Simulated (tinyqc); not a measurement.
From results back to parameters: conductance of a narrow metal strip with scatterers (square lattice, Green functions). Three cases, with inputs chosen for the exercise.

Problem. Boundaries with reflection R, a distance dg apart, add incoherently to the scattering in a one-dimensional channel: rho/rho0 = 1 + (lam/dg) R/(1 - R). The ratio comes from a hidden R.

Find: R; effective mean free path lam rho0/rho.

Method. y = (rho/rho0 - 1) dg/lam = R/(1 - R), so R = y/(1 + y).

Case 1.

Values chosen (out of a larger set: hopping and spacing of the size met in Cu or Al; the lattice is a model; not measured data): lam = 37 nm (bulk mean free path); dg = 13 nm (distance between boundaries).

rho/rho0 = 1.54212

Solution.

R = 0.160
effective mean free path lam rho0/rho = 23.99 nm

Case 2.

Values chosen (out of a larger set: hopping and spacing of the size met in Cu or Al; the lattice is a model; not measured data): lam = 36 nm (bulk mean free path); dg = 37 nm (distance between boundaries).

rho/rho0 = 1.67613

Solution.

R = 0.410
effective mean free path lam rho0/rho = 21.48 nm

Case 3.

Values chosen (out of a larger set: hopping and spacing of the size met in Cu or Al; the lattice is a model; not measured data): lam = 43 nm (bulk mean free path); dg = 26 nm (distance between boundaries).

rho/rho0 = 1.33874

Solution.

R = 0.170
effective mean free path lam rho0/rho = 32.12 nm

Computed by tinyqc, one run a case: `OMP_NUM_THREADS=1 python tinyqc.py N N+1 out.jsonl` with N = 1480068, 1480074, 1480077; one thread of a shared Intel(R) Xeon(R) Processor @ 2.30GHz, about 0.01 s a run at most.
